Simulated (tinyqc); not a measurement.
Effective-mass impurity with a central-cell term, in a basis of Slater functions: one step, computed by the program tinyqc. Command: `OMP_NUM_THREADS=1 python tinyqc.py 3023468 3023469 out.jsonl centralcell walk`. One thread of a shared host (Intel(R) Xeon(R) Processor @ 2.30GHz), about 0.01 s of CPU time with the checks.

The envelope obeys H = -nabla^2 - (2/r) [Z + A exp(-kappa r)] in effective units, with kappa = a*/lambda; positive A deepens the well near the core.

Question. Matrices over the s basis. zeta_i = zeta_1 beta^(i-1), i = 1..n. For s functions exp(-zeta r), with s = zeta_i + zeta_j: S = 2/s^3, T = zeta_i zeta_j S, V = -2 Z/s^2, W = -2 A/(s + kappa)^2; each function is normalised by dividing by sqrt(S_ii S_jj).

Inputs (values chosen for the exercise, with mass and screening modelled on InAs):

| quantity | value | unit |
|---|---|---|
| charge Z of the core | 1 | - |
| central-cell strength A | 120 | - |
| basis size n | 2 | - |
| smallest exponent zeta_1 | 0.37 | 1/a* |
| ratio beta of exponents | 2.7 | - |

Impurity: donor, one isotropic band.

kappa = 422.7188 1/a*

Give: exponents; overlap S; kinetic T; Coulomb V; central cell W.

Answer.

exponents (1/a*): 0.37  0.999

overlap S:
```
       1      2
1  1.000  0.701
2  0.701  1.000
```

kinetic T (Ry*):
```
        1         2
1  0.1369    0.2590
2  0.2590  0.998001
```

Coulomb V (Ry*):
```
         1        2
1    -0.74  -0.9593
2  -0.9593   -1.998
```

central cell W (Ry*):
```
            1          2
1  -2.712e-04  -0.001200
2   -0.001200  -0.005306
```
